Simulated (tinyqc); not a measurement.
Comparisons within one model: Lorentz oscillators and the Kramers-Kronig relations. A value that a table varies takes the place of the one given here.

eps(E) = 1 + sum_j S_j/(E0_j^2 - E^2 - i G_j E).

Kramers-Kronig: eps1(E) = 1 + (2/pi) P integral_0^infinity E1 eps2(E1)/(E1^2 - E^2) dE1. Maclaurin rule on the grid E_j = j h, j = 1 .. M: eps1(E_i) = 1 + (4 h/pi) sum over j with j - i odd of E_j eps2(E_j)/(E_j^2 - E_i^2); nothing is added above E_M.

n + i k = sqrt(eps1 + i eps2) with k >= 0; R = ((n - 1)^2 + k^2)/((n + 1)^2 + k^2) at normal incidence from vacuum; alpha = 2 E k/(hbar c), times 1e8 for 1/cm; loss function Im(-1/eps) = eps2/(eps1^2 + eps2^2).

Constants: hbar c = 1973.269805 eV angstrom.

Parameters, chosen for this exercise:
- E0 = (8.59) eV (resonances)
- G = (1.36) eV (widths)
- S = (56.6) eV^2 (strengths)
- h = 0.8 eV (grid step)
- M = 40 (grid points E_j = j h)
- E_t = 2.2 eV (energy below the first line)
- E = 12.89 eV (photon energy)

## Numerical transform against the formula

Every third grid point is listed; the error is the transform minus the formula.

Dielectric function:
```
E (eV)   eps2  eps1 formula  eps1 transform   error
1.60    0.024         1.794           1.848   0.054
4.00    0.091         1.971           1.900  -0.071
6.40    0.427         2.611           2.684   0.073
8.80    4.326        -0.320           0.235   0.555
11.20   0.297        -0.008          -0.126  -0.118
13.60   0.082         0.505           0.555   0.051
16.00   0.037         0.694           0.664  -0.030
18.40   0.020         0.788           0.808   0.020
20.80   0.012         0.843           0.828  -0.015
23.20   0.008         0.879           0.890   0.011
25.60   0.006         0.903           0.893  -0.010
28.00   0.004         0.921           0.927   0.007
30.40   0.003         0.934           0.926  -0.008
```

The largest error listed is +0.555 at 8.80 eV. The rule samples every 2h = 1.6 eV and the narrowest line is 1.36 eV wide, so it is not resolved. The grid ends at 32 eV, where eps2 is still 0.003; the error at the last point listed, nearest the missing tail, is -0.008.

## How far the spectrum must be known

The integrals are done by adaptive quadrature and cut at E_cut. f-sum share: (2/pi) integral of E eps2 over sum S. Static share: (2/pi) integral of eps2/E over eps(0) - 1.

Cut integrals:
```
E_cut (eV)  eps1(E_t)  f-sum share  static share
6.9             1.133        0.055         0.164
9.4             1.693        0.700         0.842
12.9            1.804        0.900         0.981
17.2            1.815        0.939         0.994
25.8            1.818        0.964         0.999
43.0            1.819        0.979         1.000
```

eps1(E_t) from the formula = 1.819

Cut at 9.4 eV, just above the last line, eps1(E_t) lacks 0.127; cut at 43 eV it lacks 0.000. At 12.9 eV the static sum has reached 0.981 and the f-sum only 0.900: the f-sum weights eps2 by E and the static sum by 1/E, so the f-sum needs the far tail.

## Optical constants across the spectrum

Spectrum:
```
E (eV)    eps1   eps2      n      k      R   loss
1.29     1.784  0.019  1.336  0.007  0.021  0.006
3.05     1.874  0.056  1.369  0.021  0.024  0.016
4.80     2.097  0.141  1.449  0.049  0.034  0.032
6.56     2.698  0.492  1.649  0.149  0.063  0.065
8.32     2.736  4.302  1.979  1.087  0.213  0.166
10.07   -0.645  0.816  0.444  0.918  0.393  0.754
11.83    0.192  0.196  0.483  0.203  0.138  2.600
13.59    0.503  0.083  0.712  0.058  0.029  0.318
15.34    0.655  0.045  0.810  0.027  0.011  0.103
17.10    0.744  0.027  0.863  0.016  0.006  0.049
18.86    0.801  0.018  0.895  0.010  0.003  0.028
20.62    0.840  0.013  0.917  0.007  0.002  0.018
```

Among the energies listed the largest values are at (eV): eps2 8.32; n 8.32; k 8.32; R 10.07; loss 11.83. eps1 crosses zero at 8.74 and 11.22 eV; the last crossing is upward and marks the plasmon, against sqrt(sum S) = 7.52 eV for free electrons.

## What each oscillator parameter does

At the energy E. Each row changes one parameter from the base and keeps the others.

Results:
```
case               eps1   eps2      n      k      R
base              0.409  0.112  0.645  0.087  0.049
E0 = (9.02) eV    0.360  0.132  0.610  0.109  0.063
G = (2.04) eV     0.433  0.161  0.669  0.121  0.044
S = (67.92) eV^2  0.290  0.135  0.552  0.122  0.089
E = 13.535 eV     0.497  0.085  0.707  0.060  0.031
```

The largest shifts from the base row, up to three for each result and ties (the steps differ in size, so this ranks the rows, not the parameters). eps1: S -0.118, E +0.088, E0 -0.049. eps2: G +0.049, E -0.028, S +0.022. n: S -0.093, E +0.062, E0 -0.035. k: S +0.035, G +0.034, E -0.027. R: S +0.040, E -0.019, E0 +0.014.

Program tinyqc; command `OMP_NUM_THREADS=1 python tinyqc.py 1650449 1650450 out.jsonl`; about 0.1 s on one thread of a shared Intel(R) Xeon(R) Processor @ 2.30GHz.
